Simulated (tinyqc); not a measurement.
# Random telegraph noise from one oxide trap in a small MOSFET: what changes with what

An acceptor-like trap exchanges electrons with the channel. Inversion charge Q = Cox u, u = n Vt W0(exp((Vg - VT)/(n Vt))), W0 the Lambert function, n = nf, Cox = eps0 eox/tox; linear regime Id = (W/L) mu Q Vd. Relative to threshold the surface potential rises by Vt ln(u/u0) and the oxide voltage by the rest of Vg - VT, with u0 = n Vt W0(1).

Inputs (values chosen for the exercise); values of the order met in silicon transistors:
- T = 300 K (temperature)
- eox = 3.9 (relative permittivity of the gate insulator (close to silicon dioxide))
- tox = 1.5 nm (insulator thickness)
- xt = 0.16 nm (depth of the trap from the channel interface)
- E0 = 0.12 eV (trap level above the channel Fermi level at threshold)
- s0 = 2e-16 cm^2 (capture prefactor)
- EB = 0.26 eV (capture barrier (lattice relaxation))
- lt = 0.18 nm (tunnelling decay length)
- vth = 1.7e7 cm/s (thermal velocity)
- zi = 1.7 nm (thickness of the inversion layer)
- VT = 0.29 V (threshold voltage)
- nf = 1.32 (body factor)
- W = 140 nm (gate width)
- L = 46 nm (gate length)
- mu = 140 cm^2/(V s) (mobility)
- asc = 8.7e-16 V s (scattering coefficient of the charged trap)
- Vd = 0.05 V (drain voltage)
- Vg = 0.72 V (gate voltage)

Constants: q = 1.602176634e-19 C, kB = 1.380649e-23 J/K, Vt = kB T/q, eps0 = 8.8541878128e-14 F/cm where lengths are in cm. Results are converted to the units shown.

Each table varies one quantity; the others keep the values above.

## Time constants and noise against gate voltage

N = Cox u/q; dpsi = Vt ln(u/u0); E = E0 - dpsi - (xt/tox)(Vg - VT - dpsi); capture time tc = 1/[(N/zi) vth s0 exp(-xt/lt - EB/Vt)]; emission time te = tc exp(-E/Vt); occupancy te/(tc + te). A = W L; threshold step dV = q (1 - xt/tox)/(Cox A); gm/Id = 1/(u + n Vt); relative step dI/I = (gm/Id) dV + asc mu/A. fc = (1/tc + 1/te)/(2 pi); rms = (dI/I) sqrt(tc te)/(tc + te).

Results:

| Vg (V) | E (eV) | tc (s) | te (s) | occupancy | dI/I (%) | fc (Hz) | rms dI/I (%) |
|---|---|---|---|---|---|---|---|
| 0.52 | 0.04470 | 1.132e-6 | 2.009e-7 | 0.1507 | 0.6522 | 9.326e5 | 0.2333 |
| 0.58 | 0.03235 | 8.753e-7 | 2.504e-7 | 0.2224 | 0.5609 | 8.174e5 | 0.2333 |
| 0.64 | 0.02109 | 7.092e-7 | 3.136e-7 | 0.3066 | 0.4981 | 7.319e5 | 0.2297 |
| 0.7 | 0.01060 | 5.941e-7 | 3.942e-7 | 0.3989 | 0.4526 | 6.717e5 | 0.2216 |
| 0.82 | -0.008812 | 4.461e-7 | 6.273e-7 | 0.5844 | 0.3917 | 6.105e5 | 0.1930 |
| 0.88 | -0.01796 | 3.960e-7 | 7.934e-7 | 0.6670 | 0.3704 | 6.025e5 | 0.1746 |
| 0.94 | -0.02683 | 3.558e-7 | 1.005e-6 | 0.7385 | 0.3530 | 6.057e5 | 0.1552 |
| 1 | -0.03548 | 3.228e-7 | 1.274e-6 | 0.7978 | 0.3387 | 6.179e5 | 0.1360 |

Estimate the missing row, Vg = 0.76 V.

Computed row:

| Vg (V) | E (eV) | tc (s) | te (s) | occupancy | dI/I (%) | fc (Hz) | rms dI/I (%) |
|---|---|---|---|---|---|---|---|
| 0.76 | 6.789e-4 | 5.100e-7 | 4.968e-7 | 0.4934 | 0.4183 | 6.325e5 | 0.2091 |

With this row back in the table: tc falls from 1.13e-6 to 3.23e-7 s as the channel fills and te rises from 2.01e-7 to 1.27e-6 s; they are equal at Vg = 0.764 V, where E = 0. The rms noise falls from 0.233 to 0.136 %. The slope -Vt d ln(tc/te)/dVg is 0.206 between the first two rows and 0.144 between the last two; it tends to xt/tox = 0.107 only when the surface potential stops moving.

## Effect of the depth of the trap from the channel interface

Same model as above.

Effect of the depth of the trap from the channel interface:

| xt (nm) | E (eV) | tc (s) | te (s) | occupancy | dI/I (%) | fc (Hz) | rms dI/I (%) |
|---|---|---|---|---|---|---|---|
| 0.08 | 0.026180 | 3.6115e-7 | 1.3119e-7 | 0.26646 | 0.45511 | 1.6539e6 | 0.20121 |
| 0.23 | -0.0093323 | 8.3099e-7 | 1.1923e-6 | 0.58928 | 0.42701 | 3.2501e5 | 0.21008 |
| 0.38 | -0.044844 | 1.9121e-6 | 1.0836e-5 | 0.85001 | 0.39892 | 97924 | 0.14244 |
| 0.53 | -0.080356 | 4.3997e-6 | 9.8479e-5 | 0.95723 | 0.37082 | 37790 | 0.075028 |
| 0.68 | -0.11587 | 1.0124e-5 | 8.9502e-4 | 0.98882 | 0.34272 | 15899 | 0.036042 |
| 0.83 | -0.15138 | 2.3294e-5 | 0.0081343 | 0.99714 | 0.31463 | 6852.0 | 0.016789 |
| 0.98 | -0.18689 | 5.3599e-5 | 0.073927 | 0.99928 | 0.28653 | 2971.5 | 0.0077096 |

As xt goes from 0.08 to 0.98, tc rises from 3.61e-7 to 5.36e-5 s, te rises from 1.31e-7 to 0.0739 s and dI/I falls from 0.455 to 0.287 %. tc grows a decade every lt ln 10 = 0.414 nm of depth; traps spread evenly in depth therefore give corner frequencies spread evenly on a log scale, whose sum is 1/f noise if the traps contribute equal variances.

Range of the model: VT is taken as given; short-channel effects and the uneven flow of current among few electrons are left out.

Computed by the program tinyqc: `OMP_NUM_THREADS=1 python tinyqc.py 2710139 2710140 out.jsonl`, one thread of a shared Intel Xeon 2.30GHz, about 0.01 s for the whole run.
